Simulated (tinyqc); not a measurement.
Leakage through a gate insulator: direct, Fowler-Nordheim, trap-assisted and Poole-Frenkel currents: one step, computed by the program tinyqc. Command: `OMP_NUM_THREADS=1 python tinyqc.py 3003471 3003472 out.jsonl oxideleak walk`. One thread of a shared host (Intel(R) Xeon(R) Processor @ 2.30GHz), about 0.01 s of CPU time with the checks.

Electrons enter from the cathode Fermi level at x = 0; the conduction band of the insulator lies phi_b - e F x above it, F = V/t. WKB exponents use a parabolic band with mass m.

Question. One trap at several depths. For a level a distance phi(x) below the band, the WKB exponent is 2 int kappa dx with kappa = sqrt(m phi/(hbar^2/2m_0)); for a linear barrier from phi_1 down to phi_2 = max(phi_1 - e F d, 0) it is G = (4/3) sqrt(m/(hbar^2/2m_0)) (phi_1^(3/2) - phi_2^(3/2))/(e F). A trap at depth x lies phi_t below the band. Capture: tunnel at the cathode Fermi level from 0 to x (G_in from phi_1 = phi_b), rate nu_0 exp(-G_in - E_c/k_B T) with E_c = E_a + max(phi_b - phi_t - e F x, 0), the last term being the height of the trap above the cathode Fermi level. Emission: tunnel from the trap level to the anode (G_out from phi_1 = phi_t over t - x), rate nu_0 exp(-G_out - E_a/k_B T). Re-emission to the cathode follows from detailed balance, rate_back = rate_in exp(dE/k_B T) with dE = phi_b - phi_t - e F x. Each trap passes R = rate_in rate_out/(rate_in + rate_back + rate_out) electrons per second; filling from the anode is left out. Depths: t times 0.08, 0.2, 0.32, 0.44, 0.56, 0.68, 0.8 and 0.92, rounded to 0.01 nm.

Inputs (values chosen for the exercise, with an insulator like SiO2):
```
quantity                        value  unit
thickness t                       3.6    nm
barrier phi_b                    3.09    eV
tunnelling mass m                0.39   m_0
voltage across the insulator V    2.8     V
trap depth phi_t                  1.8    eV
attempt rate nu_0               4e+12   1/s
activation of capture E_a        0.16    eV
temperature T                     450     K
```

Constants: k_B = 8.617333262e-05 eV/K; hbar^2/(2 m_0) = 3.80998212 eV angstrom^2.

Give: Rates.

Answer.

Rates:
```
x (nm)   G_in  G_out  E_c (eV)  rate in (1/s)  rate back (1/s)  rate out (1/s)    R (1/s)
0.29     3.20  13.25     1.224      3.151e-03        2.628e+09       1.142e+05  1.369e-07
0.72     7.72  13.25     0.890      1.914e-01        2.867e+07       1.142e+05  7.593e-04
1.15    11.95  13.25     0.556      1.552e+01        4.179e+05       1.142e+05  3.333e+00
1.58    15.87  12.64     0.221      1.719e+03        8.311e+03       2.083e+05  1.640e+03
2.02    19.52  10.88     0.160      2.142e+02        1.522e-01       1.219e+06  2.141e+02
2.45    22.72   8.52     0.160      8.758e+00        1.118e-06       1.289e+07  8.758e+00
2.88    25.49   5.67     0.160      5.477e-01        1.256e-11       2.222e+08  5.477e-01
3.31    27.76   2.41     0.160      5.671e-02        2.336e-16       5.801e+09  5.671e-02
```

The most effective of these traps sits at 1.58 nm, 44 % of the way; where rate back exceeds rate out, re-emission drains the trap, and elsewhere the slower forward step limits R; here capture limits, and the best depth is where the trap level drops to the cathode Fermi level.
